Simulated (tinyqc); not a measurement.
Schottky diode by thermionic emission with image-force lowering and series resistance: two steps of the calculation.

Metal on an n-type semiconductor with one parabolic valley; V > 0 is forward bias (metal positive). I = I0 [exp(Vj/(n Vt)) - 1] with Vj = V - I Rs; I0 = S A* T^2 exp(-(phi - dphi)/Vt), the lowering dphi taken at zero bias.

Inputs (values chosen for the exercise); band and dielectric values those of a made-up semiconductor: temperature T = 200 K; ideality factor n = 1.05; series resistance Rs = 0.73 ohm; applied bias V = 0.57 V.

Constants: q = 1.602176634e-19 C, kB = 1.380649e-23 J/K, Vt = kB T/q. Results are converted to the units shown.

Problem 1. Junction voltage. Fixed-point step: I = (V - Vj)/Rs, then Vj(new) = n Vt ln(1 + I/I0).

I0 = 4.7325887e-12 A
Vj after iteration 1 = 0.45639259 V

Find: Vj after iteration 2.

Solution 1.

Vj after iteration 2 = 0.43823 V

Problem 2. Current and small-signal resistance. I = I0 [exp(Vj/(n Vt)) - 1], dV/dI = Rs + n Vt/(I + I0).

I0 = 4.7325887e-12 A
converged Vj = 0.44058457 V

Find: I; drop over Rs; dV/dI.

Solution 2.

I = 177.3 mA
drop over Rs = 0.1294 V
dV/dI = 0.8321 ohm

Computed by the program tinyqc: `OMP_NUM_THREADS=1 python tinyqc.py 2640029 2640030 out.jsonl`, one thread of a shared Intel Xeon 2.30GHz, about 0.01 s for the whole run.
